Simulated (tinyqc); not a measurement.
Surface segregation during layer-by-layer epitaxy: two-layer exchange kinetics and the shape of quantum wells and delta layers: one step, computed by the program tinyqc.

Atoms A and B exchange only between the growing layer and the one below it. B is supplied for N layers, then pure A follows.

Problem. The second layer. Each layer is deposited complete with B share x_dep and then exchanges for the time tau = 1/G with the layer below, whose share is b (total c = s + b fixed): ds/dt = p1 b (1 - s) - p2 s (1 - b), s(0) = x_dep. With the roots s1 < s2 of the right side, (s - s1)/(s - s2) = [(s(0) - s1)/(s(0) - s2)] exp(-(p1 - p2)(s2 - s1) tau). The lower layer is then buried with c - s, and s becomes the b of the next layer. Layer 1 is deposited on pure A with share x0; with nothing to lift from below, take b = 0 and s(0) = x0 for it. Then layer 2 has x_dep = 0.

Inputs (values chosen for the exercise, close to those used for antimony in silicon):
```
quantity,value,unit
growth rate G,1.8,layers/s
share x0 of B in the flux during the well,0.062,-
layers in the well N,1,-
temperature T,440,C
```

p1 = 0.1168223 1/s

p2 = 2.978680e-06 1/s

Give: share in layer 1 after its exchange; root s1 for layer 2; root s2 for layer 2; share in layer 2 after its exchange; share buried in layer 1.

Solution.

share in layer 1 after its exchange = 0.062000

root s1 for layer 2 = 0.061998

root s2 for layer 2 = 1.0001

share in layer 2 after its exchange = 0.0038887

share buried in layer 1 = 0.058111
